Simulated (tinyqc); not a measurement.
Comparisons within one model: Wannier-Stark ladder of a miniband. A value that a table varies takes the place of the one given here.

One state in each well j = -(Nw - 1)/2 ... (Nw - 1)/2: H_jj = j e F d, H_(j,j+1) = -W/4; 1 kV/cm = 0.01 meV/angstrom. In an infinite chain the levels are j e F d and the state of well 0 has amplitude J_j(x) in size on well j, x = W/(2 e F d).

Constants: hbar = 6.58211957e-16 eV s.

Parameters, chosen for this exercise (near those of a non-polar GaN/AlGaN superlattice; not measured data): W = 20 meV (miniband width); d = 50 angstrom (period); Nw = 11 (wells); Fs = (4, 5.5, 7.5, 11, 16, 28, 60) kV/cm (fields); G = 8 meV (hbar/tau); F = 12 kV/cm (field).

## Raising the field

Infinite-chain weights beside the middle spacing of the finite stack.

Results:
```
F (kV/cm)  e F d (meV)      x  J_0^2  J_1^2  J_2^2  middle spacing/(e F d)
4.0               2.00  5.000  0.032  0.107  0.002                  1.1852
5.5               2.75  3.636  0.156  0.006  0.193                  1.0298
7.5               3.75  2.667  0.016  0.204  0.217                  1.0028
11                5.50  1.818  0.109  0.338  0.096                  1.0001
16                8.00  1.250  0.417  0.261  0.029                  1.0000
28               14.00  0.714  0.768  0.112  0.004                  1.0000
60               30.00  0.333  0.946  0.027  0.000                  1.0000
```

What can be read from the table?

J_0 vanishes at x = 2.405, F = 8.3 kV/cm, where the line at j = 0 disappears; J_0^2 overtakes J_1^2 for good at x = 1.435, F = 13.9 kV/cm, and reaches 0.95 in the last row. The 11 wells reproduce the middle spacing of the even ladder to 1 % from 7.5 kV/cm on, where the swing W/(e F d) = 2x is 5.3 periods. The lines are seen apart only where e F d exceeds their width, usually a few meV.

## Drift velocity with scattering

Esaki-Tsu: v = v0 y/(1 + y^2), y = e F d/G, v0 = W d/(2 hbar), at zero temperature; 1 angstrom/s = 1e-8 cm/s, 1 kV/cm = 0.01 meV/angstrom. The last column is dv/dF in cm^2/(V s).

Results:
```
y    F (kV/cm)  v (1e6 cm/s)  dv/dF
0.1       1.60          0.75    461
0.3       4.80          2.09    364
0.6       9.60          3.35    164
1.0      16.00          3.80      0
1.5      24.00          3.51    -56
2.5      40.00          2.62    -47
4.0      64.00          1.79    -25
```

v0 = 7.60 x 1e6 cm/s
field at y = 1 = 16.00 kV/cm

What can be read from the table?

The velocity peaks at v0/2 = 3.80 x 1e6 cm/s at 16.00 kV/cm and then falls: negative differential velocity, steepest at y = sqrt3 with -v0/(8 Fc) = -59 cm^2/(V s). The low-field mobility is v0/Fc = 475 cm^2/(V s). At the peak the swing is W/G = 2.5 periods, too few for the semiclassical picture to be safe.

## What each parameter does

e F d, x, J_0(x)^2 and the lowest level of the finite stack. Each row changes one parameter from the base and keeps the others.

Results:
```
case             e F d (meV)      x  J_0^2  lowest level (meV)
base                    6.00  1.667  0.174              -33.32
W = 25 meV              6.00  2.083  0.031              -34.78
d = 58 angstrom         6.96  1.437  0.299              -37.79
F = 16.8 kV/cm          8.40  1.190  0.457              -44.59
Nw = 13                 6.00  1.667  0.174              -39.32
```

How do the results move?

The largest shifts from the base row, up to three for each result and ties (the steps differ in size, so this ranks the rows, not the parameters). e F d (meV): F +2.40, d +0.96; unchanged at the printed digits by W and Nw. x: F -0.476, W +0.417, d -0.230; unchanged at the printed digits by Nw. J_0^2: F +0.283, W -0.143, d +0.125; unchanged at the printed digits by Nw. lowest level (meV): F -11.28, Nw -6.00, d -4.47.

Run: tinyqc, `OMP_NUM_THREADS=1 python tinyqc.py 1282622 1282623 out.jsonl`; Intel(R) Xeon(R) Processor @ 2.30GHz, one thread, shared host; about 0.01 s of CPU time with all checks.
